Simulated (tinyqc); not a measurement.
Non-parabolicity of the conduction band: eight-band Kane k.p model.

Eight-band Kane model, basis S, X, Y, Z times spin, zero of energy at the top of the unstrained valence band, c = hbar^2/2m0. Within each spin: H_SS = Eg + A c k^2, H_SX = i P kx (likewise Y, Z), H_XX = -Dso/3 + L kx^2 + M (ky^2 + kz^2), H_XY = N kx ky, and cyclic. Spin-orbit term (Dso/3) L.sigma on X, Y, Z with (L_k)_ij = -i epsilon_kij: <X+|H|Y+> = -i Dso/3, <X+|H|Z-> = Dso/3, <Y+|H|Z-> = -i Dso/3, <Z+|H|X-> = -Dso/3, <Z+|H|Y-> = i Dso/3, <X-|H|Y-> = i Dso/3, and their conjugates; + and - are the spin along z. Terms from inversion asymmetry are left out, so every level is twofold.

P = sqrt(Ep c); A = 1/me - Ep (Eg + 2 Dso/3)/(Eg (Eg + Dso)) keeps the electron mass; g1' = g1 - Ep/(3 Eg), g2' = g2 - Ep/(6 Eg), g3' = g3 - Ep/(6 Eg) remove the coupling to S that the Luttinger values already hold; L = -c (g1' + 4 g2'), M = -c (g1' - 2 g2'), N = -6 c g3'.

Constants: hbar^2/2m0 = 3.80998211 eV angstrom^2.

Parameters, chosen for this exercise (near those of Ge; the results hold for these values, not for the real material):
- Eg = 0.891 eV (gap at Gamma to the s-like level)
- Dso = 0.288 eV (spin-orbit splitting)
- Ep = 26.5 eV (Kane energy)
- me = 0.0381 m0 (electron mass at Gamma)
- g1 = 13.4 (Luttinger gamma1)
- g2 = 4.25 (gamma2)
- g3 = 5.68 (gamma3)
- kmax = 0.1 1/angstrom (end of the path)

Unstrained, along [110], six points up to kmax. Parabolic: E = c k^2/me. Two-band form: E (1 + alpha E) = c k^2/me with alpha = (1 - me)^2/Eg. The column alpha(k) solves that form for alpha with the eight-band energy. Energies from the conduction edge.

Energies:
```
|k| (1/angstrom)  parabolic (eV)  two-band (eV)  eight-band (eV)  alpha(k) (1/eV)  parabolic / eight-band
0.0167                    0.0278         0.0270           0.0268            1.302                   1.035
0.0333                    0.1111         0.1006           0.0983            1.326                   1.130
0.0500                    0.2500         0.2060           0.1972            1.360                   1.268
0.0667                    0.4444         0.3308           0.3099            1.401                   1.434
0.1000                    1.0000         0.6116           0.5484            1.502                   1.823
```

Give the missing row, |k| (1/angstrom) = 0.0833.

Computed row:
```
|k| (1/angstrom)  parabolic (eV)  two-band (eV)  eight-band (eV)  alpha(k) (1/eV)  parabolic / eight-band
0.0833                    0.6944         0.4675           0.4285            1.449                   1.621
```

alpha = 1.038 1/eV

At the last point the parabola lies a factor 1.82 above the eight-band value, and the two-band form 63.2 meV above it. The parabola stays within 5 % up to |k| = 0.0167 1/angstrom of the points listed. alpha(k) goes from 1.302 to 1.502 1/eV, a spread of 15.3 % over this range; the simple rule gives 1.038, 20 % below the first value, as it knows neither Dso nor the remote terms.

(tinyqc, `OMP_NUM_THREADS=1 python tinyqc.py 1050964 1050965 out.jsonl`, Intel(R) Xeon(R) Processor @ 2.30GHz, 1 thread, shared host, about 0.02 s.)
